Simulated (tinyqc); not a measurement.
# Trap density from the capacitance step

Question. A junction with shallow donors Nd and a deep trap has C_HF = eps0 eps_r/W and C_LF = eps0 eps_r (Nd + Nt)/(Nd W + Nt xt), xt = W - lam. Find W, xt and Nt.

Parameters, values chosen for the exercise: relative permittivity eps_r = 11.5; shallow donor density Nd = 2.1e15 cm^-3.

Constants: eps0 = 8.8541878128e-14 F/cm where lengths are in cm. Results are converted to the units shown.

C_HF = 10.289876 nF/cm^2
C_LF = 10.888030 nF/cm^2
lam = 254.64573 nm

Solution. C_HF gives W. With y = C_LF/C_HF, Nt/Nd = (y - 1)/(1 - y xt/W).

W = 990 nm
xt = 735 nm
Nt = 5.70e14 cm^-3

Numbers from tinyqc (`OMP_NUM_THREADS=1 python tinyqc.py 2050010 2050011 out.jsonl`; about 0.01 s on one thread of a shared Intel Xeon 2.30GHz).
